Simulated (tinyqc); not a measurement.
Worked calculation: defect, radiative and Auger recombination at equal electron and hole densities (ABC model). Values are carried at full precision from step to step, so a last printed digit may differ when a step is redone from the rounded ones.

J/(e d) = Ae n + B n^2 + C n^3 with Ae = A + 4 S/w (four side walls, carriers spread evenly), e = 1.602176634e-19 C, lengths in cm; internal efficiency IQE = B n^2/(Ae n + B n^2 + C n^3); all injected carriers recombine in the layer.

Values chosen for the exercise (orders of magnitude like those quoted for Ge; the results hold for these values, not for the real material):
- A = 44000 1/s (defect rate)
- B = 5.2e-14 cm^3/s (radiative coefficient)
- C = 2.9e-31 cm^6/s (Auger coefficient)
- S = 9400 cm/s (recombination velocity of the side walls)
- w = 5.3 micrometre (side of the square mesa)
- d = 360 nm (active thickness)
- J = 37000 A/cm^2 (current density)
- ex = 0.14 (extraction efficiency)
- Eph = 0.65 eV (photon energy)

## The efficiency peak

IQE peaks at n_p = sqrt(Ae/C); with Q = B/sqrt(Ae C), IQE_max = Q/(Q + 2).

Ae = 7.099e+07 1/s
n_p = 1.565e+19 1/cm^3
Q = 0.01146
IQE_max = 0.00570
J at the peak = 1.29e+04 A/cm^2

The side walls supply 100 % of Ae.

## Carrier density at the given current

G = J/(e d). Newton steps from the smallest of G/Ae, sqrt(G/B) and (G/C)^(1/3); stop when the relative step is below 1e-9.

G = 6.415e+27 1/(cm^3 s)

Newton steps:
```
step  n (1/cm^3)   rate/G  relative step
1     2.8071e+19  1.31703         -0.095
2     2.5394e+19  1.02649         -0.011
3     2.5126e+19  1.00025       -0.00010
4     2.5123e+19  1.00000       -9.0e-09
5     2.5123e+19  1.00000       -1.4e-16
```

n = 2.512e+19 1/cm^3

The start is an upper bound and the function is convex, so the steps fall monotonically; 5 are needed.

## Shares, lifetimes and light

Shares of the three paths; lifetime n/G = 1/(Ae + B n + C n^2); differential lifetime 1/(Ae + 2 B n + 3 C n^2) and bandwidth 1/(2 pi tau_d); optical power density ex IQE J Eph/e.

shares: defect 0.2780, radiative 0.0051, Auger 0.7169

lifetime = 3.92 ns
differential lifetime = 1.61 ns
bandwidth = 99.1 MHz
optical power density = 17.2 W/cm^2

The Auger path is the largest; the device runs above its efficiency peak, where the defect and Auger shares are equal.

## Checks

- Density from Newton steps against bisection (1/cm^3): both 2.5123e+19.

Program tinyqc; command `OMP_NUM_THREADS=1 python tinyqc.py 1651852 1651853 out.jsonl`; about 0.01 s on one thread of a shared Intel(R) Xeon(R) Processor @ 2.30GHz.
